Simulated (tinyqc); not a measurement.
Undoped symmetric double-gate MOSFET, analytic potential model: one step of the calculation.

An undoped body of thickness ts between two equal insulators and tied gates; long channel, electrons only, n = ni exp((psi - V)/Vt) with V the quasi-Fermi potential (0 at the source, Vd at the drain), constant mobility, no quantisation. Across the body psi(x) = V - 2 Vt ln[(ts/(2 beta)) sqrt(q ni/(2 eps0 eps_r Vt)) cos(2 beta x/ts)], x from the centre. Q is the electron charge per area of the whole body.

Task. beta at the source by Newton steps. With V = 0: f = ln(beta) - ln(cos beta) + 2 r beta tan(beta) - (Vg - V0)/(2 Vt); f' = 1/beta + tan(beta) + 2 r [tan(beta) + beta/cos^2(beta)]; beta(new) = beta - f/f'.

Values chosen for this exercise: temperature T = 300 K; gate voltage Vg = 1.11 V.

Constants: q = 1.602176634e-19 C, kB = 1.380649e-23 J/K, Vt = kB T/q. Results are converted to the units shown.

beta at the start = 1
r = 0.14893827
V0 = 0.55443935 V

Give: f; f'; beta after iteration 1.

Result.

f = -9.6655
f' = 4.0417
beta after iteration 1 = 3.3914

Computed by the program tinyqc: `OMP_NUM_THREADS=1 python tinyqc.py 2440130 2440131 out.jsonl`, one thread of a shared Intel Xeon 2.30GHz, about 0.01 s for the whole run.
